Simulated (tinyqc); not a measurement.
Changing the test temperature T: electromigration in a confined line: Blech product, Korhonen stress evolution and Black's law. Computed by tinyqc, a small Python program. Command: `OMP_NUM_THREADS=1 python tinyqc.py 3030713 3030714 out.jsonl emigr sweep`. One thread of a shared host (Intel(R) Xeon(R) Processor @ 2.30GHz), about 0.01 s of CPU time with the checks.

The electron wind pushes atoms from the cathode (x = 0) to the anode (x = L); blocking ends build a back stress (tension positive). The input rho is taken not to change with temperature. d sigma/dt = d/dx [kappa (d sigma/dx + G)], with zero flux at both ends and sigma = sigma_0 at t = 0.

Inputs (values chosen for the exercise, close to those used for ruthenium lines):

| quantity | value | unit |
|---|---|---|
| resistivity rho | 14.6 | micro-ohm cm |
| atomic volume Omega | 13.6 | angstrom^3 |
| effective charge number Z* | 2.1 | - |
| prefactor D0 | 9.5e-07 | m^2/s |
| activation energy E | 1.44 | eV |
| effective modulus B | 67 | GPa |
| critical stress sigma_c | 560 | MPa |
| initial stress sigma_0 | 200 | MPa |
| current density j | 1.4 | MA/cm^2 |
| line length L | 100 | um |
| use temperature T_u | 110 | C |
| use current density j_u | 0.72 | MA/cm^2 |
| current exponent n | 1.2 | - |

Start: thermal stress.

Constants: e = 1.602176634e-19 C; k_B = 8.617333262e-05 eV/K; k_B = 1.380649e-23 J/K.

Method:
- G = Z* e rho j/Omega; D = D0 exp(-E/(k_B T)); kappa = D B Omega/(k_B T); drift velocity of an unconfined line v = D Z* e rho j/(k_B T). SI: 1 micro-ohm cm = 1e-8 ohm m, 1 MA/cm^2 = 1e10 A/m^2.
- Temperatures in kelvin are T(C) + 273.15.
- At steady state sigma(x) = sigma_0 + G (L/2 - x). A void forms only if the cathode stress reaches sigma_c, that is if j L exceeds (j L)_c = 2 Omega (sigma_c - sigma_0)/(Z* e rho). Time scale tau = L^2/kappa.
- Median life t50 = A j^(-n) exp(E/(k_B T)); acceleration factor = t50(use)/t50(test) = (j/j_u)^n exp[(E/k_B)(1/T_u - 1/T)].

One run for each value:

| test temperature T (C) | tau (h) | drift velocity (nm/h) | acceleration factor | critical product (j L)_c (A/cm) |
|---|---|---|---|---|
| 150 | 2.6518e+09 | 2.8461e-06 | 1.3710e+02 | 1993.4 |
| 175 | 3.1026e+08 | 2.4326e-05 | 1.2410e+03 | 1993.4 |
| 200 | 4.5674e+07 | 1.6525e-04 | 8.9007e+03 | 1993.4 |
| 225 | 8.1709e+06 | 9.2370e-04 | 5.2382e+04 | 1993.4 |
| 250 | 1.7272e+06 | 4.3697e-03 | 2.6024e+05 | 1993.4 |
| 275 | 4.2163e+05 | 1.7901e-02 | 1.1170e+06 | 1993.4 |
| 300 | 1.1663e+05 | 6.4713e-02 | 4.2223e+06 | 1993.4 |
| 350 | 1.2222e+04 | 6.1750e-01 | 4.3805e+07 | 1993.4 |

Give the missing row, test temperature T (C) = 325.

Computed row:
```
test temperature T (C)     tau (h)  drift velocity (nm/h)  acceleration factor  critical product (j L)_c (A/cm)
325                     3.5986e+04             2.0973e-01           1.4281e+07                           1993.4
```

Interpolating between the two neighbouring rows (linearly) misses most in tau (h), by 79 %. Over the rows, tau (h) falls from 2.65e9 to 12200; drift velocity (nm/h) rises from 2.85e-6 to 0.618. With rho, Z* and sigma_c held fixed the critical product does not depend on temperature; only the clock does.

Caution (rows 275, 300, 325, 350): an acceleration factor above a million assumes one mechanism over a range that no test covers.
